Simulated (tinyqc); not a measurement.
# Square on-chip spiral inductor, lumped pi model: effects of single changes

Outer diameter do = di + 2 n wd + 2 (n - 1) sp, mean da = (do + di)/2, fill p = (do - di)/(do + di), length l = 4 n da. L = 2.34 mu0 n^2 da/(1 + 2.75 p), mu0 = 4 pi 1e-7 H/m. Rs = rho l/(wd delta (1 - exp(-th/delta))), delta = sqrt(rho/(pi f mu0)). Cs = n wd^2 eps0 eo/hu across the coil. At each end Cox = l wd eps0 eo/(2 ho) leads to the substrate branch Rsi = 2 rs he/(l wd) in parallel with Csi = l wd eps0 11.7/(2 he). With one end grounded Y = 1/(Rs + i w L) + i w Cs + 1/[1/(i w Cox) + 1/(1/Rsi + i w Csi)], w = 2 pi f; Q = -Im Y/Re Y. Eddy currents in neighbouring turns and in the substrate are left out.

Values chosen for this exercise; values of the order met in silicon radio-frequency processes: number of turns n = 2.5; line width wd = 20 um; space between turns sp = 1.5 um; inner diameter di = 140 um; metal thickness th = 2 um; metal resistivity rho = 2.2 uohm cm; oxide below the coil ho = 7.3 um; oxide between coil and underpass hu = 1.4 um; relative permittivity of the oxide eo = 4.1; substrate resistivity rs = 20 ohm cm; effective spreading depth in the substrate he = 30 um; frequency f = 1.3 GHz.

Constants: eps0 = 8.8541878128e-12 F/m. Results are converted to the units shown.

Each table varies one quantity; the others keep the values above.

## Quality factor against frequency

Apparent inductance Im(1/Y)/w; share of the loss Re(substrate branch)/Re Y.

Quality factor against frequency:

| f (GHz) | Rs (ohm) | w L/Rs | Q | apparent inductance (nH) | loss in the substrate (%) |
|---|---|---|---|---|---|
| 0.23 | 1.2867 | 2.2710 | 2.2695 | 2.0228 | 0.0046945 |
| 0.37 | 1.3531 | 3.4739 | 3.4680 | 2.0244 | 0.026883 |
| 0.6 | 1.4420 | 5.2862 | 5.2588 | 2.0285 | 0.16301 |
| 0.99 | 1.5649 | 8.0371 | 7.8815 | 2.0396 | 1.0205 |
| 1.6 | 1.7233 | 11.796 | 10.924 | 2.0664 | 5.2430 |
| 2.6 | 1.9392 | 17.034 | 12.843 | 2.1305 | 20.352 |
| 4.3 | 2.2451 | 24.333 | 10.817 | 2.2961 | 49.174 |
| 7.1 | 2.6659 | 33.836 | 6.1571 | 2.8150 | 74.020 |
| 12 | 3.2774 | 46.517 | 1.1586 | 5.5354 | 88.107 |

Q goes from 2.27 through a maximum of 12.8 (at f = 2.6 GHz among the rows listed) to 1.16; the exact peak is 12.9 at 2.68 GHz and Q reaches zero at the self-resonance, 13.6 GHz. The share of the substrate rises from 0.00469 to 88.1 %, and the apparent inductance ends at 2.74 times L. At the peak the substrate takes 21.8 % of the loss. For f = 12 the coil is longer than 0.15 of a wavelength in the oxide, where one lumped section is rough.

## Effect of the metal thickness

Same model as above.

Peak Q and its frequency from a search over f; self-resonance where Im Y = 0; Q at the given f (negative beyond resonance).

The same in every row: L (nH) = 2.022; do (um) = 244.5.

Effect of the metal thickness:

| th (um) | peak Q | f of the peak (GHz) | self-resonance (GHz) | Q at f |
|---|---|---|---|---|
| 0.5 | 6.460 | 4.024 | 13.57 | 3.378 |
| 0.9 | 8.989 | 3.361 | 13.57 | 5.523 |
| 1.5 | 11.47 | 2.895 | 13.57 | 8.023 |
| 2 | 12.85 | 2.679 | 13.57 | 9.600 |
| 3 | 14.57 | 2.427 | 13.57 | 11.79 |
| 4 | 15.50 | 2.286 | 13.57 | 13.12 |
| 6 | 16.30 | 2.144 | 13.57 | 14.45 |
| 9 | 16.60 | 2.073 | 13.57 | 15.07 |

What does the comparison show?

As th goes from 0.5 to 9, L stays at 2.02 nH, the peak Q rises from 6.46 to 16.6, its frequency falls from 4.02 to 2.07 GHz and the self-resonance stays near 13.6 GHz. Once th exceeds a few skin depths Rs no longer falls.

Program tinyqc, `OMP_NUM_THREADS=1 python tinyqc.py 2302153 2302154 out.jsonl`; Intel Xeon 2.30GHz, shared host, one thread, about 0.01 s.
